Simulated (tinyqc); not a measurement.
Velocity against field: two-valley model of the transferred-electron effect. Computed by tinyqc, a small Python program. Command: `OMP_NUM_THREADS=1 python tinyqc.py 3025691 3025692 out.jsonl gunn walk`. One thread of a shared host (Intel(R) Xeon(R) Processor @ 2.30GHz), about 0.01 s of CPU time with the checks.

Both kinds of valley share one electron temperature T_e, and each has a constant mobility.

Inputs (values chosen for the exercise, modelled on GaSb): central-valley mass m1 = 0.041 m_0; satellite-valley mass m2 = 0.21 m_0; satellite valleys Z = 4; valley separation dE = 0.083 eV; central-valley mobility mu1 = 5200 cm^2/(V s); satellite-valley mobility mu2 = 510 cm^2/(V s); energy relaxation time tau_E = 0.84 ps; lattice temperature T = 300 K; electric field F = 1.1 kV/cm.

Solver: damped fixed point.

Constants: k_B = 8.617333262e-05 eV/K.

Method. Density-of-states ratio R = Z (m2/m1)^(3/2); n2/n1 = R exp(-dE/(k_B T_e)); mean mobility mu = (mu1 + mu2 n2/n1)/(1 + n2/n1); energy balance e mu F^2 = (3/2) k_B (T_e - T)/tau_E; v = mu F.

low-field mobility = 2144.07 cm^2/(V s)

R = 46.3674

The curve:
```
F (kV/cm)  T_e (K)  share in the satellites (%)  v (1e7 cm/s)  low-field line (1e7 cm/s)
0.11        300.17                       65.199       0.02356                     0.0236
0.28        301.09                       65.421       0.05969                     0.0600
0.55        304.12                       66.140       0.11539                     0.1179
0.77        307.93                       67.010       0.15841                     0.1651
1.10        315.57                       68.663       0.21777                     0.2358
1.50        327.36                       70.978       0.28067                     0.3216
2.20        352.72                       75.136       0.36875                     0.4717
3.30        400.19                       80.687       0.46720                     0.7075
5.50        513.87                       87.677       0.59836                     1.1792
11.00       915.53                       94.184       0.86107                     2.3585
```

v rises in every row; the share in the slow valleys goes from 65 to 94 %, too gradually against the field for a falling branch among these rows. With constant mobilities n2/n1 tends to R and v ends on the line (mu1 + R mu2) F/(1 + R), a mobility of 609; real satellites saturate instead.
